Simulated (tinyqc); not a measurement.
# Current crowding under a contact, resistor ladder against the transmission-line model, step by step

Computed by the program tinyqc: `OMP_NUM_THREADS=1 python tinyqc.py 2760159 2760160 out.jsonl`, one thread of a shared Intel Xeon 2.30GHz, about 0.01 s for the whole run. Printed values are rounded.

A metal contact of length d and width W on a thin layer of the same width. The metal has no resistance, the sheet resistance under it equals Rsh, and current enters the layer at the front edge x = 0.

Inputs (values chosen for the exercise): sheet resistance of the semiconductor layer Rsh = 1200 ohm/sq; specific contact resistivity rc = 2.4e-6 ohm cm^2; contact length d = 0.58 um; contact width W = 2.7 um; cells n = 10; current I = 1 mA.

## Conductances of the ladder

Cut the contact into n cells of length hc = d/n. Neighbouring cell centres are joined by a = W/(Rsh hc), each centre joins the metal (0 V) by g = W hc/rc, and I enters cell 1 through half a cell: -a v_(i-1) + b_i v_i - a v_(i+1) = I for i = 1 and 0 otherwise, b_i = g + 2 a (g + a at both ends). Rc = v_1/I + 1/(2 a).

a = 0.0387931 S
g = 0.0006525 S
b_i, cell 1 to 10 (S): 0.0394456  0.0782387  0.0782387  0.0782387  0.0782387  0.0782387  0.0782387  0.0782387  0.0782387  0.0394456

## Voltages and the share of the current

Cut the contact into n cells of length hc = d/n. Neighbouring cell centres are joined by a = W/(Rsh hc), each centre joins the metal (0 V) by g = W hc/rc, and I enters cell 1 through half a cell: -a v_(i-1) + b_i v_i - a v_(i+1) = I for i = 1 and 0 otherwise, b_i = g + 2 a (g + a at both ends). Rc = v_1/I + 1/(2 a). Cell i passes g v_i to the metal.

```
cell	v_i (mV)	share of the current (%)
1	218.528	14.2590
2	196.426	12.8168
3	177.628	11.5902
4	161.817	10.5586
5	148.728	9.7045
6	138.141	9.0137
7	129.878	8.4745
8	123.799	8.0779
9	119.802	7.8171
10	117.820	7.6878
```

Rc of the ladder = 231.417 ohm

The first cell passes 14.3 % of the current and the last 7.69 %; an even spread would give 10.0 % each.

## The transmission-line result

Transfer length Lt = sqrt(rc/Rsh); front resistance Rc = (Rsh Lt/W) coth(d/Lt); end resistance Re = (Rsh Lt/W)/sinh(d/Lt). v(x) = I (Rsh Lt/W) cosh((d - x)/Lt)/sinh(d/Lt) at the cell centres x = (i - 1/2) d/n.

Lt = 0.447214 um
Rc = 230.869 ohm
Re = 117.449 ohm
v(x), cell 1 to 10 (mV): 218.457  196.340  177.531  161.712  148.617  138.025  129.758  123.677  119.679  117.696

The ladder's Rc is 0.24 % above this value, with cells 0.13 Lt long.
